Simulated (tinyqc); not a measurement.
# Thermal resistances of a two-die stack

Inverse problem. Heat leaves through the lower die only, and the system is linear. Find the resistance R1 from the lower die to the coolant, R2 between the dies, and the rise of the upper die when both are powered.

Inputs (values chosen for the exercise):

| symbol | value | unit | meaning |
|---|---|---|---|
| P1 | 18 | W | power of the lower die |
| P2 | 3.3 | W | power of the upper die |

rises of the lower and upper die with only the lower one powered (K): [6.12, 6.12]
rises of the lower and upper die with only the upper one powered (K): [1.122, 2.211]

Answer. With only the lower die powered no heat crosses R2, so both dies rise by P1 R1; the difference in the second test is P2 R2; rises add.

R1 = 0.340 K/W
R2 = 0.330 K/W
rise of the upper die = 8.33 K

tinyqc, about 0.03 s, one thread, Intel Xeon 2.30GHz (shared host): `OMP_NUM_THREADS=1 python tinyqc.py 2162088 2162089 out.jsonl`
